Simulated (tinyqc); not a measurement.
Worked calculation: CCSD on RHF in the sto-6g basis, frozen core, for BeH2, spin multiplicity 1. Computed by tinyqc, a small Python program that keeps every step (integrals from PySCF). Settings: charge = 0, multiplicity = 1, basis = sto-6g, method = RHF, frozen orbitals = 1, energy threshold = 1e-10, iteration cap = 68, orthogonalisation = symmetric, start = Wolfsberg-Helmholz matrix, DIIS depth = 6, amplitude equations = CCSD, DIIS depth for amplitudes = 6, cap on updates = 88. Command: `OMP_NUM_THREADS=1 python tinyqc.py 31987 31988 out.jsonl` (the two numbers bound the seeds that draw the settings). One thread of a shared host (Intel(R) Xeon(R) Processor @ 2.60GHz), about 0.3 s of CPU time with the checks. The early iterations of the SCF are left out here.

## One-electron integrals

Geometry (angstrom):
```
atom         x          y         z
Be    0.000000   0.000000  0.000000
H     0.000000   1.615000  0.000000
H     0.000000  -1.615000  0.000000
```

Basis sto-6g: exponents (1/bohr^2) and contraction coefficients of normalised primitives:
```
element  l (shell)    exponent  coefficient
Be           s (1)  312.870494     0.009164
Be           s (1)   57.364463     0.049361
Be           s (1)   16.048509     0.168538
Be           s (1)    5.513096     0.370563
Be           s (1)    2.140897     0.416492
Be           s (1)    0.881739     0.130334
Be           s (2)   13.633247    -0.013253
Be           s (2)    2.698375    -0.046992
Be           s (2)    0.838653    -0.033785
Be           s (2)    0.322660     0.250242
Be           s (2)    0.140131     0.595117
Be           s (2)    0.064233     0.240706
Be           p (3)   13.633247     0.003760
Be           p (3)    2.698375     0.037679
Be           p (3)    0.838653     0.173897
Be           p (3)    0.322660     0.418036
Be           p (3)    0.140131     0.425860
Be           p (3)    0.064233     0.101708
H            s (1)   35.523221     0.009164
H            s (1)    6.513144     0.049361
H            s (1)    1.822143     0.168538
H            s (1)    0.625955     0.370563
H            s (1)    0.243077     0.416492
H            s (1)    0.100112     0.130334
```

Overlap, kinetic and nuclear-attraction integrals over the contracted functions; the nuclear repulsion is the sum of Za Zb / Rab.

nuclear repulsion = 2.78514322 hartree

overlap S:
```
           1Be 1s    1Be 2s   1Be 2px    1Be 2py   1Be 2pz     2H 1s      3H 1s
1Be 1s   1.000000  0.254764  0.000000   0.000000  0.000000  0.039039   0.039039
1Be 2s   0.254764  1.000000  0.000000   0.000000  0.000000  0.355476   0.355476
1Be 2px  0.000000  0.000000  1.000000   0.000000  0.000000  0.000000   0.000000
1Be 2py  0.000000  0.000000  0.000000   1.000000  0.000000  0.438312  -0.438312
1Be 2pz  0.000000  0.000000  0.000000   0.000000  1.000000  0.000000   0.000000
2H 1s    0.039039  0.355476  0.000000   0.438312  0.000000  1.000000   0.014262
3H 1s    0.039039  0.355476  0.000000  -0.438312  0.000000  0.014262   1.000000
```

kinetic energy T (hartree):
```
            1Be 1s     1Be 2s   1Be 2px    1Be 2py   1Be 2pz      2H 1s      3H 1s
1Be 1s    6.768753  -0.207382  0.000000   0.000000  0.000000  -0.011714  -0.011714
1Be 2s   -0.207382   0.220121  0.000000   0.000000  0.000000   0.033789   0.033789
1Be 2px   0.000000   0.000000  0.661265   0.000000  0.000000   0.000000   0.000000
1Be 2py   0.000000   0.000000  0.000000   0.661265  0.000000   0.114290  -0.114290
1Be 2pz   0.000000   0.000000  0.000000   0.000000  0.661265   0.000000   0.000000
2H 1s    -0.011714   0.033789  0.000000   0.114290  0.000000   0.768522  -0.004142
3H 1s    -0.011714   0.033789  0.000000  -0.114290  0.000000  -0.004142   0.768522
```

nuclear attraction V (hartree):
```
             1Be 1s     1Be 2s    1Be 2px    1Be 2py    1Be 2pz      2H 1s      3H 1s
1Be 1s   -15.370119  -1.817687   0.000000   0.000000   0.000000  -0.301524  -0.301524
1Be 2s    -1.817687  -2.936074   0.000000   0.000000   0.000000  -0.947292  -0.947292
1Be 2px    0.000000   0.000000  -2.878285   0.000000   0.000000   0.000000   0.000000
1Be 2py    0.000000   0.000000   0.000000  -3.051374   0.000000  -1.143305   1.143305
1Be 2pz    0.000000   0.000000   0.000000   0.000000  -2.878285   0.000000   0.000000
2H 1s     -0.301524  -0.947292   0.000000  -1.143305   0.000000  -2.710813  -0.042833
3H 1s     -0.301524  -0.947292   0.000000   1.143305   0.000000  -0.042833  -2.710813
```

core Hamiltonian H = T + V (hartree):
```
            1Be 1s     1Be 2s    1Be 2px    1Be 2py    1Be 2pz      2H 1s      3H 1s
1Be 1s   -8.601366  -2.025069   0.000000   0.000000   0.000000  -0.313238  -0.313238
1Be 2s   -2.025069  -2.715953   0.000000   0.000000   0.000000  -0.913503  -0.913503
1Be 2px   0.000000   0.000000  -2.217019   0.000000   0.000000   0.000000   0.000000
1Be 2py   0.000000   0.000000   0.000000  -2.390109   0.000000  -1.029015   1.029015
1Be 2pz   0.000000   0.000000   0.000000   0.000000  -2.217019   0.000000   0.000000
2H 1s    -0.313238  -0.913503   0.000000  -1.029015   0.000000  -1.942291  -0.046975
3H 1s    -0.313238  -0.913503   0.000000   1.029015   0.000000  -0.046975  -1.942291
```

## Two-electron integrals

Functions are numbered as in S; the eight-fold symmetry (ij|kl) = (ji|kl) = (kl|ij) leaves the list below.

Two-electron integrals (ij|kl) in chemists' order, unique and non-zero (hartree):
```
(11|11) 2.299996    (21|11) 0.361879    (21|21) 0.071926    (22|11) 0.570332
(22|21) 0.139654    (22|22) 0.417773    (31|31) 0.015252    (32|31) 0.022555
(32|32) 0.092340    (33|11) 0.570332    (33|21) 0.139654    (33|22) 0.417773
(33|33) 0.450117    (41|41) 0.015252    (42|41) 0.022555    (42|42) 0.092340
(43|43) 0.024258    (44|11) 0.570332    (44|21) 0.139654    (44|22) 0.417773
(44|33) 0.401601    (44|44) 0.450117    (51|51) 0.015252    (52|51) 0.022555
(52|52) 0.092340    (53|53) 0.024258    (54|54) 0.024258    (55|11) 0.570332
(55|21) 0.139654    (55|22) 0.417773    (55|33) 0.401601    (55|44) 0.401601
(55|55) 0.450117    (61|11) 0.056595    (61|21) 0.010943    (61|22) 0.021233
(61|33) 0.021058    (61|41) 0.001087    (61|42) 0.002133    (61|44) 0.021585
(61|55) 0.021058    (61|61) 0.001762    (62|11) 0.156445    (62|21) 0.039037
(62|22) 0.129661    (62|33) 0.124547    (62|41) 0.005393    (62|42) 0.033477
(62|44) 0.139890    (62|55) 0.124547    (62|61) 0.006608    (62|62) 0.063474
(63|31) 0.003483    (63|32) 0.016510    (63|43) 0.005578    (63|63) 0.005309
(64|11) 0.175461    (64|21) 0.044280    (64|22) 0.153366    (64|33) 0.144398
(64|41) 0.008643    (64|42) 0.051976    (64|44) 0.171304    (64|55) 0.144398
(64|61) 0.007818    (64|62) 0.084962    (64|64) 0.116632    (65|51) 0.003483
(65|52) 0.016510    (65|54) 0.005578    (65|65) 0.005309    (66|11) 0.326689
(66|21) 0.083056    (66|22) 0.309075    (66|33) 0.287364    (66|41) 0.012585
(66|42) 0.103044    (66|44) 0.352498    (66|55) 0.287364    (66|61) 0.014430
(66|62) 0.198034    (66|64) 0.279989    (66|66) 0.774999    (71|11) 0.056595
(71|21) 0.010943    (71|22) 0.021233    (71|33) 0.021058    (71|41) -0.001087
(71|42) -0.002133   (71|44) 0.021585    (71|55) 0.021058    (71|61) 0.001593
(71|62) 0.005453    (71|64) 0.005983    (71|66) 0.011521    (71|71) 0.001762
(72|11) 0.156445    (72|21) 0.039037    (72|22) 0.129661    (72|33) 0.124547
(72|41) -0.005393   (72|42) -0.033477   (72|44) 0.139890    (72|55) 0.124547
(72|61) 0.005453    (72|62) 0.030971    (72|64) 0.033879    (72|66) 0.070534
(72|71) 0.006608    (72|72) 0.063474    (73|31) 0.003483    (73|32) 0.016510
(73|43) -0.005578   (73|63) 0.001954    (73|73) 0.005309    (74|11) -0.175461
(74|21) -0.044280   (74|22) -0.153366   (74|33) -0.144398   (74|41) 0.008643
(74|42) 0.051976    (74|44) -0.171304   (74|55) -0.144398   (74|61) -0.005983
(74|62) -0.033879   (74|64) -0.036115   (74|66) -0.076826   (74|71) -0.007818
(74|72) -0.084962   (74|74) 0.116632    (75|51) 0.003483    (75|52) 0.016510
(75|54) -0.005578   (75|65) 0.001954    (75|75) 0.005309    (76|11) 0.007822
(76|21) 0.001902    (76|22) 0.005790    (76|33) 0.005673    (76|44) 0.006024
(76|55) 0.005673    (76|61) 0.000292    (76|62) 0.001925    (76|64) 0.002344
(76|66) 0.004954    (76|71) 0.000292    (76|72) 0.001925    (76|74) -0.002344
(76|76) 0.000083    (77|11) 0.326689    (77|21) 0.083056    (77|22) 0.309075
(77|33) 0.287364    (77|41) -0.012585   (77|42) -0.103044   (77|44) 0.352498
(77|55) 0.287364    (77|61) 0.011521    (77|62) 0.070534    (77|64) 0.076826
(77|66) 0.163826    (77|71) 0.014430    (77|72) 0.198034    (77|74) -0.279989
(77|76) 0.004954    (77|77) 0.774999
```

## Orthogonalisation

S = U s U^T; symmetric (Loewdin) form X = U s^(-1/2) U^T, so that X^T S X = 1.

eigenvalues of S: 0.372962  0.462962  0.958487  1.000000  1.000000  1.592813  1.612776

X:
```
            1Be 1s     1Be 2s   1Be 2px    1Be 2py   1Be 2pz      2H 1s      3H 1s
1Be 1s    1.027284  -0.146215  0.000000   0.000000  0.000000   0.019381   0.019381
1Be 2s   -0.146215   1.147389  0.000000   0.000000  0.000000  -0.215422  -0.215422
1Be 2px   0.000000   0.000000  1.000000   0.000000  0.000000   0.000000   0.000000
1Be 2py   0.000000   0.000000  0.000000   1.207551  0.000000  -0.300507   0.300507
1Be 2pz   0.000000   0.000000  0.000000   0.000000  1.000000   0.000000   0.000000
2H 1s     0.019381  -0.215422  0.000000  -0.300507  0.000000   1.163064  -0.054265
3H 1s     0.019381  -0.215422  0.000000   0.300507  0.000000  -0.054265   1.163064
```

## Iteration 6 (converged): orbitals

converged F (hartree):
```
            1Be 1s     1Be 2s   1Be 2px    1Be 2py   1Be 2pz      2H 1s      3H 1s
1Be 1s   -4.604618  -1.250339  0.000000   0.000000  0.000000  -0.195694  -0.195694
1Be 2s   -1.250339  -0.558413  0.000000   0.000000  0.000000  -0.322930  -0.322930
1Be 2px   0.000000   0.000000  0.209837   0.000000  0.000000   0.000000   0.000000
1Be 2py   0.000000   0.000000  0.000000  -0.133189  0.000000  -0.294969   0.294969
1Be 2pz   0.000000   0.000000  0.000000   0.000000  0.209837   0.000000   0.000000
2H 1s    -0.195694  -0.322930  0.000000  -0.294969  0.000000  -0.224410  -0.011952
3H 1s    -0.195694  -0.322930  0.000000   0.294969  0.000000  -0.011952  -0.224410
```

Diagonalise F' = X^T F X, C = X C', fill 3 alpha and 3 beta electrons from the bottom; D = 2 C_occ C_occ^T. Each column has its largest component positive (the first on a tie).

F' = X^T F X (hartree):
```
           1          2         3          4         5          6          7
1  -4.507740  -0.660192  0.000000   0.000000  0.000000  -0.002103  -0.002103
2  -0.660192  -0.141382  0.000000   0.000000  0.000000  -0.267108  -0.267108
3   0.000000   0.000000  0.209837   0.000000  0.000000   0.000000   0.000000
4   0.000000   0.000000  0.000000   0.195564  0.000000  -0.360823   0.360823
5   0.000000   0.000000  0.000000   0.000000  0.209837   0.000000   0.000000
6  -0.002103  -0.267108  0.000000  -0.360823  0.000000   0.029721  -0.063001
7  -0.002103  -0.267108  0.000000   0.360823  0.000000  -0.063001   0.029721
```

orbital energies (hartree): MO1 -4.606123, MO2 -0.411398, MO3 -0.368722, MO4 0.209837, MO5 0.209837, MO6 0.335120, MO7 0.657007

coefficients C:
```
               MO1        MO2        MO3        MO4       MO5        MO6        MO7
1Be 1s    0.994799  -0.200565   0.000000   0.000000  0.000000  -0.218155   0.000000
1Be 2s    0.020530   0.609829   0.000000   0.000000  0.000000   1.028777   0.000000
1Be 2px   0.000000   0.000000   0.000000  -0.017946  0.999839   0.000000   0.000000
1Be 2py   0.000000   0.000000   0.494720   0.000000  0.000000   0.000000   1.180695
1Be 2pz   0.000000   0.000000   0.000000   0.999839  0.017946   0.000000   0.000000
2H 1s    -0.002524   0.396459   0.436893   0.000000  0.000000  -0.710150  -0.800234
3H 1s    -0.002524   0.396459  -0.436893   0.000000  0.000000  -0.710150   0.800234
```

D after iteration 6:
```
            1Be 1s     1Be 2s   1Be 2px    1Be 2py   1Be 2pz      2H 1s      3H 1s
1Be 1s    2.059703  -0.203775  0.000000   0.000000  0.000000  -0.164052  -0.164052
1Be 2s   -0.203775   0.744626  0.000000   0.000000  0.000000   0.483441   0.483441
1Be 2px   0.000000   0.000000  0.000000   0.000000  0.000000   0.000000   0.000000
1Be 2py   0.000000   0.000000  0.000000   0.489496  0.000000   0.432279  -0.432279
1Be 2pz   0.000000   0.000000  0.000000   0.000000  0.000000   0.000000   0.000000
2H 1s    -0.164052   0.483441  0.000000   0.432279  0.000000   0.696123  -0.067378
3H 1s    -0.164052   0.483441  0.000000  -0.432279  0.000000  -0.067378   0.696123
```

Within a degenerate level the vectors are fixed only up to a rotation; this is one choice.

## Convergence

Stop when the energy changes by less than 1e-10 hartree and every element of the error matrix X^T (F D S - S D F) X is below 3e-06.

Course of the cycle:
```
iteration   E (hartree)     change  largest element of the error matrix
1          -15.61959323          -                             1.76e-01
2          -15.66094966  -4.14e-02                             1.78e-02
3          -15.66172205  -7.72e-04                             3.42e-03
4          -15.66175713  -3.51e-05                             3.87e-04
5          -15.66175757  -4.41e-07                             1.14e-07
6          -15.66175757  -2.13e-14                             2.43e-10
```

PySCF RHF in the same basis = -15.66175757 hartree

Converged in 6 iterations.

## Integrals over molecular orbitals

(pq|rs) = sum C_ip C_jq C_kr C_ls (ij|kl), one index at a time.

one-electron integrals over orbitals h = C^T H C (hartree):
```
           1          2          3          4          5          6          7
1  -8.592680   0.206495   0.000000   0.000000   0.000000   0.212352   0.000000
2   0.206495  -2.269821   0.000000   0.000000   0.000000  -0.261883   0.000000
3   0.000000   0.000000  -2.198156   0.000000   0.000000   0.000000  -0.317679
4   0.000000   0.000000   0.000000  -2.217019   0.000000   0.000000   0.000000
5   0.000000   0.000000   0.000000   0.000000  -2.217019   0.000000   0.000000
6   0.212352  -0.261883   0.000000   0.000000   0.000000  -1.905852   0.000000
7   0.000000   0.000000  -0.317679   0.000000   0.000000   0.000000  -1.870346
```

Two-electron integrals over orbitals (pq|rs), unique and non-zero (hartree); the lowest 1 orbital is frozen and left out:
```
(22|22) 0.369718    (32|32) 0.158408    (33|22) 0.381275    (33|33) 0.404483
(42|42) 0.046578    (43|43) 0.012040    (44|22) 0.350016    (44|33) 0.330667
(44|44) 0.450117    (52|52) 0.046578    (53|53) 0.012040    (54|54) 0.024258
(55|22) 0.350016    (55|33) 0.330667    (55|44) 0.401601    (55|55) 0.450117
(62|22) -0.013636   (62|33) -0.040416   (62|44) 0.070733    (62|55) 0.070733
(62|62) 0.085029    (63|32) -0.091936   (63|63) 0.087835    (64|42) 0.046413
(64|64) 0.049569    (65|52) 0.046413    (65|65) 0.049569    (66|22) 0.372658
(66|33) 0.383279    (66|44) 0.351266    (66|55) 0.351266    (66|62) -0.025016
(66|66) 0.389759    (72|32) -0.039381   (72|63) 0.063610    (72|72) 0.058170
(73|22) 0.000909    (73|33) -0.018271   (73|44) 0.072253    (73|55) 0.072253
(73|62) 0.080649    (73|66) -0.018583   (73|73) 0.088595    (74|43) 0.013161
(74|74) 0.017033    (75|53) 0.013161    (75|75) 0.017033    (76|32) 0.139237
(76|63) -0.089934   (76|72) -0.045890   (76|76) 0.134966    (77|22) 0.395350
(77|33) 0.410666    (77|44) 0.374897    (77|55) 0.374897    (77|62) -0.015506
(77|66) 0.405743    (77|73) 0.005658    (77|77) 0.447196
```

## CCSD: starting amplitudes

t_ij^ab = <ij||ab> / (e_i + e_j - e_a - e_b), whose energy is MP2.

Starting amplitudes (spin orbitals 1a, 1b, ...; amplitudes related by a flip of all spins are not repeated):
```
from      to          t
3a 3b  6a 6b  -0.062397
2a 2b  6a 6b  -0.056950
2a 3b  6a 7b  -0.045506
3a 3b  7a 7b  -0.043186
2a 2b  5a 5b  -0.037488
2a 2b  4a 4b  -0.037488
2a 3b  6b 7a   0.035892
2a 2b  7a 7b  -0.027223
3a 3b  5a 5b  -0.010405
3a 3b  4a 4b  -0.010405
2a 3a  6a 7a  -0.009614
```

correlation energy = -0.03170940 hartree

## CCSD: amplitude update 1

t_i^a D_i^a and t_ij^ab D_ij^ab are set to the remaining terms of the spin-orbital equations, evaluated with the old amplitudes; for the doubles these are <ij||ab> + 1/2 <ab||ef> t_ij^ef + 1/2 <mn||ij> t_mn^ab + P(ij)P(ab) <mb||ej> t_im^ae + terms in t^2 + terms with t1, D the orbital-energy denominators.

Amplitudes after update 1 (spin orbitals 1a, 1b, ...; amplitudes related by a flip of all spins are not repeated):
```
from      to          t
3a 3b  6a 6b  -0.088910
2a 2b  6a 6b  -0.075299
2a 3b  6a 7b  -0.063947
3a 3b  7a 7b  -0.056177
2a 3b  6b 7a   0.053211
2a 2b  5a 5b  -0.046874
2a 2b  4a 4b  -0.046874
2a 2b  7a 7b  -0.037057
2a 3a  6a 7a  -0.010735
2a        6a   0.006585
3a 3b  5a 5b  -0.005796
3a 3b  4a 4b  -0.005796
3a        7a  -0.000633
```

correlation energy = -0.04329773 hartree

## CCSD: amplitude update 2

As before.

Amplitudes after update 2 (spin orbitals 1a, 1b, ...; amplitudes related by a flip of all spins are not repeated):
```
from      to          t
3a 3b  6a 6b  -0.102167
2a 2b  6a 6b  -0.081835
2a 3b  6a 7b  -0.070596
3a 3b  7a 7b  -0.060751
2a 3b  6b 7a   0.059796
2a 2b  5a 5b  -0.050101
2a 2b  4a 4b  -0.050101
2a 2b  7a 7b  -0.041101
2a 3a  6a 7a  -0.010799
2a        6a   0.010048
3a 3b  5a 5b  -0.001720
3a 3b  4a 4b  -0.001720
3a        7a  -0.001387
```

correlation energy = -0.04777003 hartree

## CCSD: amplitude update 3

t_i^a D_i^a and t_ij^ab D_ij^ab are set to the remaining terms of the spin-orbital equations, evaluated with the old amplitudes; for the doubles these are <ij||ab> + 1/2 <ab||ef> t_ij^ef + 1/2 <mn||ij> t_mn^ab + P(ij)P(ab) <mb||ej> t_im^ae + terms in t^2 + terms with t1, D the orbital-energy denominators. DIIS then mixes the stored amplitudes.

DIIS coefficients: -0.726746  1.726746

Amplitudes after update 3 (spin orbitals 1a, 1b, ...; amplitudes related by a flip of all spins are not repeated):
```
from      to          t
3a 3b  6a 6b  -0.113306
2a 2b  6a 6b  -0.085220
2a 3b  6a 7b  -0.075149
2a 3b  6b 7a   0.064177
3a 3b  7a 7b  -0.063207
2a 2b  5a 5b  -0.052585
2a 2b  4a 4b  -0.052585
2a 2b  7a 7b  -0.043779
2a        6a   0.013200
2a 3a  6a 7a  -0.010972
3a        7a  -0.002635
3a 3b  5a 5b   0.002390
3a 3b  4a 4b   0.002390
```

correlation energy = -0.05083703 hartree

## CCSD: convergence

E_corr = 1/4 sum <ij||ab> t_ij^ab + 1/2 sum <ij||ab> t_i^a t_j^b; stop when the norm of the change is below 1e-8.

Course of the amplitude iterations:
```
update  correlation energy (hartree)  norm of the change
0                        -0.03170940                   -
1                        -0.04329773            1.06e-01
2                        -0.04777003            4.43e-02
3                        -0.05083703            1.94e-02
4                        -0.05081057            3.14e-03
5                        -0.05083773            9.00e-04
6                        -0.05083369            9.37e-05
7                        -0.05083324            2.93e-05
8                        -0.05083375            5.94e-06
9                        -0.05083377            1.11e-06
10                       -0.05083375            3.09e-07
11                       -0.05083375            2.64e-08
12                       -0.05083375            2.34e-09
```

Converged amplitudes (spin orbitals 1a, 1b, ...; amplitudes related by a flip of all spins are not repeated):
```
from      to          t
3a 3b  6a 6b  -0.115798
2a 2b  6a 6b  -0.083326
2a 3b  6a 7b  -0.075233
2a 3b  6b 7a   0.063599
3a 3b  7a 7b  -0.062233
2a 2b  5a 5b  -0.053463
2a 2b  4a 4b  -0.053463
2a 2b  7a 7b  -0.043858
2a        6a   0.014380
2a 3a  6a 7a  -0.011634
3a        7a  -0.003469
3a 3b  5a 5b   0.003369
3a 3b  4a 4b   0.003369
```

CCSD total energy = -15.71259132 hartree

T1 diagnostic, norm of the one-spin t1 over sqrt(correlated electrons) = 0.007396

Converged in 12 updates, with DIIS from the third.
